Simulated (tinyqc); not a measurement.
Short-channel transistor, virtual-source model with series resistance: effect of the channel length on the on and off currents.

The current per gate width is the charge at the top of the source barrier (the virtual source) times its velocity times a saturation function; al and be are fitting constants of the model. Units: I in uA/um, Rs in ohm um, so I Rs = 1e-6 I Rs in volts; Q in uC/cm^2, so I = 1e-4 Q vx0 Fsat with vx0 in cm/s.

Intrinsic voltages Vg' = Vgs - I Rs, Vd' = Vds - 2 I Rs. n = n0 + nd Vd', VT = VT0 - dl Vd', Ff = 1/(1 + exp((Vg' - VT + al Vt/2)/(al Vt))), Q = Cinv n Vt ln(1 + exp((Vg' - VT + al Vt Ff)/(n Vt))), Vdsat = (vx0 L/mu)(1 - Ff) + Vt Ff, Fsat = u/(1 + u^be)^(1/be) with u = Vd'/Vdsat, and I = Q vx0 Fsat per width. I is solved self-consistently. Ion is I at Vgs = Vds = 0.6 V, Ioff at Vgs = 0, Vds = 0.6 V, and Rlin = Vds/I at Vgs = 0.6 V, Vds = 0.05 V. mu, vx0, VT0, dl and n0 are held fixed.

Parameters, values chosen for the exercise:

| symbol | value | unit | meaning |
|---|---|---|---|
| T | 350 | K | temperature |
| Cinv | 2.84 | uF/cm^2 | inversion capacitance |
| vx0 | 1.07e7 | cm/s | velocity at the virtual source |
| mu | 120 | cm^2/(V s) | apparent mobility |
| VT0 | 0.321 | V | threshold at zero drain voltage |
| dl | 0.148 | V/V | drain-induced barrier lowering |
| n0 | 1.1 |  | subthreshold factor |
| nd | 0.2 | 1/V | growth of n with drain voltage |
| al | 3.5 |  | threshold shift (in units of Vt) from weak to strong inversion |
| be | 1.8 |  | sharpness of saturation |
| Rs | 250 | ohm um | series resistance of each contact |

Constants: q = 1.602176634e-19 C, kB = 1.380649e-23 J/K, Vt = kB T/q. Results are converted to the units shown.

Results:
```
L (nm)  Ion (uA/um)  Ioff (nA/um)  log10(Ion/Ioff)  Rlin (ohm um)
10            564.8          2225            2.404          608.1
15            551.7          2222            2.395          659.9
24            524.8          2216            2.374          752.0
55            436.4          2186            2.300           1062
85            372.1          2148            2.239           1359
130           304.5          2077            2.166           1800
200           237.7          1946            2.087           2483
```

Estimate the missing row, L = 36 nm.

Computed row:
```
L (nm)  Ion (uA/um)  Ioff (nA/um)  log10(Ion/Ioff)  Rlin (ohm um)
36            488.2          2206            2.345          873.0
```

With this row back in the table: As L goes from 10 to 200 nm, Ion falls from 565 to 238 uA/um, Ioff falls from 2230 to 1950 nA/um and Rlin rises from 608 to 2480 ohm um. Ion changes by a factor of 0.421 and Ioff by 0.875. In every row the off current passes 1 uA/um, so the device is hardly off at Vgs = 0. At L = 200 nm the channel is long for this model, whose fixed vx0 belongs to short devices.

Computed by the program tinyqc: `OMP_NUM_THREADS=1 python tinyqc.py 2380028 2380029 out.jsonl`, one thread of a shared Intel Xeon 2.30GHz, about 0.01 s for the whole run.
